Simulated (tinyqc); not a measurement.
G0W0 on RHF in the 6-311g basis, for He, spin multiplicity 1, step by step. One step of it, computed by the program tinyqc.

Task: Iteration 6 (converged): orbitals. Diagonalise F' = X^T F X, C = X C', fill 1 alpha and 1 beta electrons from the bottom; D = 2 C_occ C_occ^T. Each column has its largest component positive (the first on a tie).

converged F (hartree), lower triangle:
```
           1He 1s     1He 2s     1He 3s
1He 1s   1.373498
1He 2s  -1.206232  -0.594454
1He 3s  -1.105840  -0.698399  -0.371933
```

X, lower triangle:
```
           1He 1s     1He 2s    1He 3s
1He 1s   1.316564
1He 2s  -0.645914   1.855498
1He 3s   0.150682  -0.771405  1.436671
```

Give: F' = X^T F X; orbital energies; coefficients C; D after iteration 6.

Result:

F' = X^T F X (hartree), lower triangle:
```
        1       2      3
1   3.873
2  -3.175   2.094
3  -0.149  -0.932  0.259
```

orbital energies (hartree): MO1 -0.917, MO2 0.829, MO3 6.314

coefficients C:
```
          MO1     MO2     MO3
1He 1s  0.264  -0.138  -1.444
1He 2s  0.487  -1.154   1.699
1He 3s  0.397   1.428  -0.696
```

D after iteration 6, lower triangle:
```
        1He 1s  1He 2s  1He 3s
1He 1s   0.139
1He 2s   0.257   0.475
1He 3s   0.210   0.387   0.316
```
